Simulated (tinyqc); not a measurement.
Worked calculation: inverse iteration on a symmetric matrix. Computed by tinyqc, a small Python program that keeps every step. Settings: method = inverse, shift = -0.1. Command: `OMP_NUM_THREADS=1 python tinyqc.py 20427 20428 out.jsonl` (the two numbers bound the seeds that draw the settings). One thread of a shared host (Intel(R) Xeon(R) Processor @ 2.60GHz), about 0.01 s of CPU time with the checks.

## Step 1

A, lower triangle:
```
           1         2         3
1   0.397000
2  -0.405000  1.353000
3  -0.594000  0.073000  3.336000
```

vector v at the start: 0.577350  0.577350  0.577350

shift = -0.100000

solve (A - shift) w = v; v' = w/|w| with its largest component positive (the first on a tie); lambda = v'^T A v'.

vector after step 1: 0.907581  0.368071  0.202043

Rayleigh quotient after step 1 = 0.168919

## Step 2

As before.

vector after step 2: 0.933102  0.317015  0.169770

Rayleigh quotient after step 2 = 0.157843

## Course of the iteration

Stop when the residual |A v - lambda v| is below 1e-9.

Steps:

| step | lambda | residual |
|---|---|---|
| 1 | 0.16891897 | 1.64e-01 |
| 2 | 0.15784332 | 1.69e-02 |
| 3 | 0.15767806 | 2.32e-03 |
| 4 | 0.15767429 | 3.66e-04 |
| 5 | 0.15767420 | 5.96e-05 |
| 6 | 0.15767419 | 9.79e-06 |
| 7 | 0.15767419 | 1.61e-06 |
| 8 | 0.15767419 | 2.65e-07 |
| 9 | 0.15767419 | 4.36e-08 |
| 10 | 0.15767419 | 7.17e-09 |
| 11 | 0.15767419 | 1.18e-09 |
| 12 | 0.15767419 | 1.94e-10 |

all eigenvalues, for comparison: 0.157674  1.466056  3.462270

Converged in 12 steps.
